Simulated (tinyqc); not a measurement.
Inside a calculation. Method: tight binding, kagome lattice. One step of it, computed by the program tinyqc.

Task: Levels at k. Diagonalise the Hermitian matrix.

H(k) at k (eV), lower triangle (Hermitian):
```
                     A                    B         C
A             0.000000
B  -1.950000-0.500000i             0.000000
C  -2.335257+0.318712i  -1.631288+0.385257i  0.620000
```

Give: eigenvalues; weights |c|^2 of the basis functions.

Result:

eigenvalues (eV): -3.844  1.742  2.721

weights |c|^2 of the basis functions:
```
   band 1  band 2  band 3
A   0.391   0.156   0.453
B   0.316   0.658   0.026
C   0.292   0.186   0.522
```
